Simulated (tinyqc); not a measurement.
## Partial widths from the peak

Question. A Breit-Wigner resonance has total width G = GL + GR and peak transmission Tp = 4 GL GR/G^2. GR is known to be the larger. Find GL, GR and the lifetime hbar/G.

Constants: q = 1.602176634e-19 C, hbar = 1.054571817e-34 J s. Results are converted to the units shown.

G = 9.8013502 meV
Tp = 0.77433645

Answer. GL and GR have the sum G and the product Tp G^2/4, so they are (G/2)(1 +/- sqrt(1 - Tp)).

GL = 2.573 meV
GR = 7.229 meV
lifetime = 67.16 fs

Numbers from tinyqc (`OMP_NUM_THREADS=1 python tinyqc.py 2600068 2600069 out.jsonl`; about 0.2 s on one thread of a shared Intel Xeon 2.30GHz).
